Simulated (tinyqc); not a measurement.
# Floating body of a partially depleted SOI transistor: body voltage and kink: transfer curve and swing

Source at 0 V. Channel current Ic = 2 nf K Vt^2 [F(0) - F(Vd)](1 + la Vd), F(V) = ln^2(1 + exp((Vg - VT - nf V)/(2 nf Vt))), VT = VT0 - gb Vb. Saturation voltage Vs = 2 Vt sqrt(F(0)) + 3 Vt, excess Ve = (Vd - Vs + sqrt((Vd - Vs)^2 + 0.0004 V^2))/2, multiplication M1 = Ai Ve exp(-Bl/Ve). Each junction passes D(v) = J1 (exp(v/Vt) - 1) + J2 (exp(v/(2 Vt)) - 1). Bipolar current Ib = bb J1 (exp(Vb/Vt) - 1). The body settles where M1 (Ic + Ib) = D(Vb) + D(Vb - Vd) + Vb/Rb; drain current Id = (1 + M1)(Ic + Ib) - D(Vb - Vd).

Rows with more than one solution for Vb (latch) are left out; dId/dVd by a forward difference over 1e-4 V, swing = 1e-4 V over the change of log10 Id; M1 under 1e-12 is printed as 0.

Parameters, values chosen for the exercise; values of the order met in partially depleted silicon-on-insulator transistors: temperature T = 330 K; threshold at zero body voltage VT0 = 0.49 V; fall of the threshold per volt of body voltage gb = 0.23; slope factor nf = 1.37; gain factor per width K = 160 uA/(V^2 um); channel-length modulation factor la = 0.08 1/V; impact-ionisation prefactor Ai = 3.61 1/V; impact-ionisation voltage Bl = 8.2 V; diffusion saturation current of each junction J1 = 2.7e-11 uA/um; recombination saturation current of each junction J2 = 5.7e-8 uA/um; gain of the lateral bipolar transistor on the diffusion current bb = 1; resistance of a weak body tie to the source (1e9 stands for no tie, and the term is then dropped) Rb = 1e9 kohm um; drain voltage Vd = 1.2 V.

Constants: q = 1.602176634e-19 C, kB = 1.380649e-23 J/K, Vt = kB T/q. Results are converted to the units shown.

Result of one run:
```
Vb (V)        M1  Id, floating (uA/um)  Id, grounded (uA/um)  ratio  swing, floating (mV/decade)  swing, grounded (mV/decade)
0.5089  4.378e-4                 4.653                 1.652  2.816                        321.8                        212.0
```

Which gate voltage Vg gave this result: 0.34, 0.44, 0.64 or 0.74 V?

Vg = 0.64 V.

The whole series:
columns A: Vg (V); B: Vb (V); C: M1; D: Id, floating (uA/um); E: Id, grounded (uA/um); F: ratio; G: swing, floating (mV/decade); H: swing, grounded (mV/decade)
```
A           B         C         D         E      F      G      H
0.04  0.04531  0.002567  4.942e-6  3.797e-6  1.302  87.90  91.21
0.14   0.1008  0.002555  8.734e-5  4.837e-5  1.806  70.62  90.31
0.24   0.2731  0.002478  0.002925  6.116e-4  4.782  66.05  91.51
0.34   0.4128  0.002160   0.06266  0.007221  8.677  89.33  95.96
0.44   0.4777  0.001531    0.5147   0.06964  7.390  138.0  110.0
0.54   0.5035  8.814e-4     1.954    0.4411  4.429  218.4  145.9
0.64   0.5089  4.378e-4     4.653     1.652  2.816  321.8  212.0
0.74   0.5022  1.921e-4     8.586     4.101  2.093  437.5  303.4
0.84   0.4861  7.386e-5     13.66     7.881  1.734  560.1  408.7
```

Vb goes from 0.0453 through a maximum of 0.509 (at Vg = 0.64 V among the rows listed) to 0.486 V. The smallest swing among the rows is 66.1 mV a decade with a floating body (at Vg = 0.24 V) and 90.3 with a grounded one; Vt ln 10 = 65.5. The floating swing is smaller by more than 3 % for Vg = 0.04, 0.14, 0.24, 0.34 V, where the rising Vb lowers the threshold as Vg rises. In the first row the floating body raises the current by a factor of 1.30.

Range of the model: The multiplication law is an empirical form chosen for the exercise; self-heating and capacitive coupling to the body are left out, and the linear laws are rough once Vb passes about 0.7 V or M1 about 0.1.

Computed by the program tinyqc: `OMP_NUM_THREADS=1 python tinyqc.py 2182111 2182112 out.jsonl`, one thread of a shared Intel Xeon 2.30GHz, about 0.2 s for the whole run.
